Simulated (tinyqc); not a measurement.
Boltzmann transport in a parabolic band with a power-law relaxation time: one step. Mobility, conductivity and figure of merit. Three cases, with inputs chosen for the exercise.

Problem. mu = <tau>/(mc m0/e) with m0/e = 5.685630e-12 kg/C; sigma = e n mu, e = 1.602176634e-19 C; Hall mobility rH mu; power factor S^2 sigma; ZT = S^2 sigma T/(kL + L sigma T), all in SI units.

Case 1.

Values chosen (masses near those of Ge; tau0 is set for a mobility of the usual size at this n, kL is a free input; freeze-out and phonon drag, which matter near 77 K, are left out; shifted at random, so the results belong to these values and not to a real crystal): tau0 = 21 fs (tau at E = kT); mc = 0.1141 m0 (conductivity mass); n = 1.3e+18 1/cm^3 (electron density); T = 200 K; kL = 55 W/(m K) (lattice thermal conductivity).

<tau>/tau0 = 4.75838
rH = 1.86917
S = -467.173 microvolt/K
L = 2.94884 1e-8 W ohm/K^2

Case 2.

Values chosen (masses near those of Ge; tau0 is set for a mobility of the usual size at this n, kL is a free input; freeze-out and phonon drag, which matter near 77 K, are left out; shifted at random, so the results belong to these values and not to a real crystal): tau0 = 19 fs (tau at E = kT); mc = 0.1186 m0 (conductivity mass); n = 8.5e+17 1/cm^3 (electron density); T = 400 K; kL = 3.1 W/(m K) (lattice thermal conductivity).

<tau>/tau0 = 1.51274
rH = 1.10271
S = -511.642 microvolt/K
L = 2.22777 1e-8 W ohm/K^2

Case 3.

Values chosen (masses near those of Ge; tau0 is set for a mobility of the usual size at this n, kL is a free input; freeze-out and phonon drag, which matter near 77 K, are left out; shifted at random, so the results belong to these values and not to a real crystal): tau0 = 27 fs (tau at E = kT); mc = 0.1195 m0 (conductivity mass); n = 1.3e+17 1/cm^3 (electron density); T = 200 K; kL = 1.6 W/(m K) (lattice thermal conductivity).

<tau>/tau0 = 4.53734
rH = 1.92626
S = -669.256 microvolt/K
L = 2.96820 1e-8 W ohm/K^2

Give: mu; Hall mobility; sigma; power factor; electronic thermal conductivity; ZT.

Solution.

Case 1.

mu = 1.54e+03 cm^2/(V s)
Hall mobility = 2.88e+03 cm^2/(V s)
sigma = 321 S/cm
power factor = 7.00 mW/(m K^2)
electronic thermal conductivity = 0.189 W/(m K)
ZT = 0.025

A Hall measurement read with rH = 1 would give a density of 6.95e+17 1/cm^3. Electrons carry 0.34 % of the heat.

Case 2.

mu = 426 cm^2/(V s)
Hall mobility = 470 cm^2/(V s)
sigma = 58.0 S/cm
power factor = 1.52 mW/(m K^2)
electronic thermal conductivity = 0.0517 W/(m K)
ZT = 0.19

A Hall measurement read with rH = 1 would give a density of 7.71e+17 1/cm^3. Electrons carry 1.6 % of the heat. kL is far below that of crystalline Ge, so ZT is too high for it.

Case 3.

mu = 1.80e+03 cm^2/(V s)
Hall mobility = 3.47e+03 cm^2/(V s)
sigma = 37.6 S/cm
power factor = 1.68 mW/(m K^2)
electronic thermal conductivity = 0.0223 W/(m K)
ZT = 0.21

A Hall measurement read with rH = 1 would give a density of 6.75e+16 1/cm^3. Electrons carry 1.4 % of the heat. kL is far below that of crystalline Ge, so ZT is too high for it.

Computed by tinyqc, one run a case: `OMP_NUM_THREADS=1 python tinyqc.py N N+1 out.jsonl` with N = 1680754, 1681090, 1681128; one thread of a shared Intel(R) Xeon(R) Processor @ 2.30GHz, about 0.02 s a run at most.
